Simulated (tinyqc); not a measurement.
Inside a calculation. Model: Heisenberg magnet: exchange from energy differences, ordering vector, linear spin waves and ordering temperature. Computed by tinyqc, a small Python program that keeps every step. Command: `OMP_NUM_THREADS=1 python tinyqc.py 3017607 3017608 out.jsonl magnon walk`. One thread of a shared host (Intel(R) Xeon(R) Processor @ 2.30GHz), about 0.03 s of CPU time with the checks. Intermediate numbers are printed to about 5 digits and carried at full precision; extremes and crossings named in words are read from the listed rows.

H = -sum over pairs <ij> J_ij S_i.S_j - K sum_i (S_i^z)^2, each pair once, J > 0 ferromagnetic. First neighbours: 4 at a (1, 0), second: 4 at a (1, 1), with all permutations and signs.

Inputs (values chosen for the exercise, for a model magnet):

| quantity | value | unit |
|---|---|---|
| exchange J1 | 20.5 | meV |
| exchange J2 | 3.7 | meV |
| spin S | 1.5 | - |
| single-ion anisotropy K | 1.2 | meV |
| lattice constant a | 4.75 | angstrom |
| mesh divisions n | 60 | - |
| temperature T | 240 | K |

Lattice: square. Order: ferromagnetic.

wave vector q (2 pi/a): 0.38  0.31

Constants: h x 1 THz = 4.135667696 meV; k_B = 8.617333262e-05 eV/K.

## Energies of ordered states

J(q) = J1 g1(q) + J2 g2(q), g_s(q) = sum over shell s of cos(q.R). A classical spiral or collinear state of wave vector Q has the exchange energy -(S^2/2) J(Q) per site.

States, Q in 2 pi/a:

| Q | g1 | g2 | energy (meV/site) |
|---|---|---|---|
| G (0, 0) | 4 | 4 | -108.90 |
| X (0.5, 0) | 0 | -4 | 16.65 |
| M (0.5, 0.5) | -4 | 4 | 75.60 |

The lowest of these is G (0, 0), 125.550 meV per site below X (0.5, 0).

## Back from energy differences to J1 and J2

Subtract the first row of the table from the second and third: dE = -(S^2/2)(dg1 J1 + dg2 J2), two equations for two unknowns, as in mapping total energies onto a spin model.

coefficients:
```
    J1   J2
1  4.5  9.0
2  9.0  0.0
```

energy differences (meV/site): 125.55  184.50

J1, J2 (meV): 20.5  3.7

## Magnon energy at q

g_s(q) = sum over shell s of cos(q.R), z1 = g1(0). E(q) = S [J(0) - J(q)] + (2S - 1) K, J(q) = J1 g1 + J2 g2. The factor 2S - 1 removes the anisotropy for S = 1/2.

g1(q) = -2.1942

g2(q) = 1.0734

E(q) = 209.11 meV

frequency = 50.563 THz

## Long waves and the gap

sum R_x^2 over the shells is s1 = 2 a^2 and s2 = 4 a^2. E = gap + D q^2 with D = (S/2)(J1 s1 + J2 s2) and gap = (2S - 1) K.

stiffness D = 944.24 meV angstrom^2

gap = 2.4 meV

## Dispersion

The formulas are those given above.

Energies (meV); X = (0.5, 0), M = (0.5, 0.5) in 2 pi/a:

| line | fraction of the way | E(q) | gap + D q^2 |
|---|---|---|---|
| G-X | 0.10 | 6.50 | 6.53 |
| G-X | 0.25 | 26.92 | 28.22 |
| G-X | 0.50 | 86.10 | 105.66 |
| G-X | 0.75 | 145.28 | 234.74 |
| G-X | 1.00 | 169.80 | 415.44 |
| G-M | 0.10 | 10.54 | 10.66 |
| G-M | 0.25 | 49.53 | 54.03 |
| G-M | 0.50 | 147.60 | 208.92 |
| G-M | 0.75 | 223.47 | 467.07 |
| G-M | 1.00 | 248.40 | 828.49 |

At the end of the G-X rows the long-wave form is 2.45 times the true energy. At the end of the G-M rows the long-wave form is 3.34 times the true energy. It holds to 5 % in 3 of the ten rows; nearer the zone boundary the cosine flattens the band.

## Loss of moment

Mesh: q = sum_i (m_i + 1/2)/n b_i, m_i = 0..n-1, b = [[1, 0], [0, 1]] in 2 pi/a; <..> is the mean over the mesh. n = 1/(exp(E/(k_B T)) - 1); no zero-point loss; thermal loss <n>; moment = S less the losses.

zero-point loss = 0

thermal loss = 0.091704

moment <S^z> = 1.4083

The thermal loss is 6.11 % of S.

## Ordering temperature

K left out. Mean field: k_B T = S (S + 1) J(Q)/3 at the ordering vector Q; random-phase (Tyablikov): k_B T = [S (S + 1)/3] / <1/(J(Q) - J(q))>, which diverges in two dimensions and gives 0; Curie-Weiss theta = S (S + 1) J(0)/(3 k_B).

mean-field ordering temperature = 1404.1 K

random-phase ordering temperature = 0 K

Curie-Weiss temperature = 1404.1 K

Checks made by the program: the long-wave formula against the dispersion (relative difference 3e-06).
